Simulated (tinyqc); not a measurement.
Round nanowire with a gate all round, subbands and threshold shift from confinement: one step of the calculation.

Undoped body with a flat potential across it, hard walls, transport along x. Three valley pairs (g = 2 each) with the longitudinal mass along x, y or z. Non-parabolicity enters the subband edges through E (1 + al E) = gamma, so E = 2 gamma/(1 + sqrt(1 + 4 al gamma)); motion within a subband is taken as parabolic with the band-edge mass. Energies are counted from the bulk band edge.

Task. Lowest subbands. gamma = C (2 z/(t + dl))^2 (1/my + 1/mz)/2, z the zeros of the Bessel functions J_l (2.404826, 3.831706, 5.135622, 5.520078, ...), twofold for l > 0; the mean inverse mass is an approximation for anisotropic valleys, C = hbar^2/(2 m0). List the 3 lowest, labelled by valley axis and quantum numbers, with degeneracy g and N_k: N_k = g sqrt(2 mx m0 kB T/(pi hbar^2)).

Inputs (values chosen for the exercise); masses close to those of silicon:
- T = 300 K (temperature)
- ml = 0.924 m0 (longitudinal mass)
- mt = 0.187 m0 (transverse mass)
- al = 0 1/eV (non-parabolicity)
- t = 2 nm (diameter)
- dl = 0 nm (widening of the box by penetration into the insulator)

Constants: q = 1.602176634e-19 C, kB = 1.380649e-23 J/K, hbar = 1.054571817e-34 J s, m0 = 9.1093837015e-31 kg, hbar^2/(2 m0) = 0.0380998212 eV nm^2. Results are converted to the units shown.

Give: E_k; g; N_k.

Result.

```
subband	E_k (eV)	g	N_k (cm^-1)
y0,1	0.7084	2	4.019e6
z0,1	0.7084	2	4.019e6
x0,1	1.178	2	8.935e6
```

Range of the model: For the strongly anisotropic y and z valleys the mean inverse mass serves only for l = 0; pairs with l > 0 really split widely. A parabolic band overstates subband edges this high. Levels near or above 1 eV lie beyond real barriers and upper valleys; they are listed for the hard-wall model only. Below about 3 nm the effective-mass picture with bulk masses becomes unreliable.

Computed by the program tinyqc: `OMP_NUM_THREADS=1 python tinyqc.py 2350007 2350008 out.jsonl`, one thread of a shared Intel Xeon 2.30GHz, about 0.2 s for the whole run.
